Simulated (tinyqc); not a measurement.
# Changing the asymmetry L1

Model: regular and subregular solution with a miscibility gap. Computed by tinyqc, a small Python program. Command: `OMP_NUM_THREADS=1 python tinyqc.py 3014348 3014349 out.jsonl regsol sweep`. One thread of a shared host (Intel(R) Xeon(R) Processor @ 2.30GHz), about 0.02 s of CPU time with the checks.

Per mole of mixing sites: G(x) = x (1 - x) [L0 + L1 (1 - 2x)] + R T [x ln x + (1 - x) ln(1 - x)], x the fraction of B.

Inputs (values chosen for the exercise, for a model alloy): interaction L0 = 48.8 kJ/mol; size misfit eta = d ln a/dx = 0.019; temperature T = 2362 K; start value s0 = 0.01.

Source of L0: given.

Constants: R = 8.314462618 J/(mol K).

Method:
- L0 and eta are given.
- The spinodal is G'' = 0, R T_s(x) = x (1 - x) [2 L0 + 6 L1 (1 - 2x)]; the critical point is its maximum.
- G' = L0 (1 - 2x) + L1 (1 - 6x + 6x^2) + R T ln[x/(1 - x)]; G'' = -2 L0 - 6 L1 (1 - 2x) + R T/[x (1 - x)].
- Common tangent: F1 = G'(x1) - G'(x2) = 0 and F2 = [G - x G'](x1) - [G - x G'](x2) = 0. Newton step: J = [[G''(x1), -G''(x2)], [-x1 G''(x1), x2 G''(x2)]], J dx = -F; a step that would leave 0 < x < 1 is halved until it stays inside. The start is x1 = s0, x2 = 1 - s0.
- Stop when the step is below 1e-12, or when x1 and x2 meet within 1e-5; residuals under 1e-7 are shown as 0.

One run for each value; columns: (1) asymmetry L1 (kJ/mol); (2) critical composition x_c; (3) critical temperature T_c (K); (4) solubility limit x1; (5) solubility limit x2:
```
(1)       (2)     (3)      (4)      (5)
-5.9  0.58315  3025.6  0.19252  0.90064
-3.5  0.55204  2967.9  0.17649  0.88161
-1.1  0.51685  2938.0  0.15763  0.86113
1.3   0.48012  2939.3  0.13715  0.84072
3.7   0.44519  2971.7  0.11673  0.82206
6.0   0.41566  3028.5  0.09861  0.80688
8.4   0.38974  3109.9  0.08202  0.79419
11.0  0.36689  3217.5  0.06696  0.78371
13.0  0.35242  3310.9  0.05730  0.77755
```

What does the table show, and why?

Over the rows, critical composition x_c falls from 0.583 to 0.352; critical temperature T_c (K) goes from 3030 through a minimum among these rows, 2940 at -1.10, to 3310; solubility limit x1 falls from 0.193 to 0.0573. B in A costs L0 + L1 and A in B costs L0 - L1 at infinite dilution, so raising L1 lowers x1 and lets more A into B.

Caution (all rows): a real alloy may melt or decompose below this critical temperature.

Extremes, crossings and ranges named in words are read from the listed rows.
